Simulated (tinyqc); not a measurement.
The window of frequencies: the 3-omega method: a line heater on a substrate with a thin film. Computed by tinyqc, a small Python program. Command: `OMP_NUM_THREADS=1 python tinyqc.py 3004676 3004677 out.jsonl threeomega walk`. One thread of a shared host (Intel(R) Xeon(R) Processor @ 2.30GHz), about 0.01 s of CPU time with the checks.

A current at angular frequency omega = 2 pi f heats the line at 2 omega with the amplitude P per length; the temperature swing Delta T at 2 omega gives a voltage at 3 omega. The substrate is taken as semi-infinite and isotropic, and the heat capacity of heater and film is left out.

Inputs (values chosen for the exercise, modelled on amorphous silicon on silicon):

| quantity | value | unit |
|---|---|---|
| substrate conductivity kappa | 149 | W/(m K) |
| substrate heat capacity C | 1.63 | 1e6 J/(m^3 K) |
| heater half-width b | 2.8 | micrometre |
| power amplitude per length P | 51 | W/m |
| current frequency f | 2900 | Hz |
| substrate thickness d_s | 380 | micrometre |

Method:
- D = kappa/C; q = sqrt(2 i omega/D); penetration depth 1/|q| = sqrt(D/(2 omega)).
- Delta T_s = (P/(pi kappa)) int_0^infinity (sin x/x)^2 / sqrt(x^2 + (q b)^2) dx with (q b)^2 = i |q b|^2, averaged over the heater width (12 Gauss-Legendre points on each of the pieces 0, 14 log-spaced edges from 1e-5 to 1, and multiples of pi to 40 pi; the tail adds 1/(4 (40 pi)^2)).
- For |q| b much below 1: Delta T_s = (P/(pi kappa)) [-ln(|q| b) + eta - i pi/4], eta = 3/2 - C_E = 0.92278, with Euler's C_E = 0.5772157.
- The slope value uses each f and 2f: kappa = P ln 2/(2 pi [Delta T(f) - Delta T(2f)]).

diffusivity D = 91.4110 mm^2/s

Bare substrate:

| f (Hz) | penetration depth (micrometre) | \|q\| b | in-phase (K) | out-of-phase (K) | narrow-line form (K) | kappa from the slope (W/(m K)) |
|---|---|---|---|---|---|---|
| 9.3 | 884.41 | 0.0031660 | 0.72759 | -0.085569 | 0.72759 | 149.00 |
| 93 | 279.67 | 0.010012 | 0.60215 | -0.085560 | 0.60215 | 149.01 |
| 930 | 88.441 | 0.031660 | 0.47673 | -0.085489 | 0.47672 | 149.06 |
| 4600 | 39.766 | 0.070411 | 0.38970 | -0.085241 | 0.38963 | 149.28 |
| 19000 | 19.567 | 0.14310 | 0.31265 | -0.084473 | 0.31236 | 150.14 |
| 93000 | 8.8441 | 0.31660 | 0.22723 | -0.081632 | 0.22585 | 154.40 |
| 370000 | 4.4340 | 0.63149 | 0.15580 | -0.074743 | 0.15062 | 169.35 |
| 1.90e+06 | 1.9567 | 1.4310 | 0.082983 | -0.056637 | 0.061493 | 242.63 |
| 9.30e+06 | 0.88441 | 3.1660 | 0.038251 | -0.032791 | -0.025023 | 501.29 |
| 5.60e+07 | 0.36041 | 7.7689 | 0.015577 | -0.014674 | -0.12283 | 1233.2 |

What follows from these numbers?

The slope gives kappa within 1 % up to |q| b = 0.14 (f = 19000 Hz) among these rows. The penetration depth stays under d_s/5 = 76 micrometre from f = 4600 Hz up, so a usable window lies between the two. At high f the flow turns one-dimensional: in-phase and out-of-phase parts become equal in size (ratio 0.94 in the last row) and fall as f^(-1/2) (exponent -0.50).
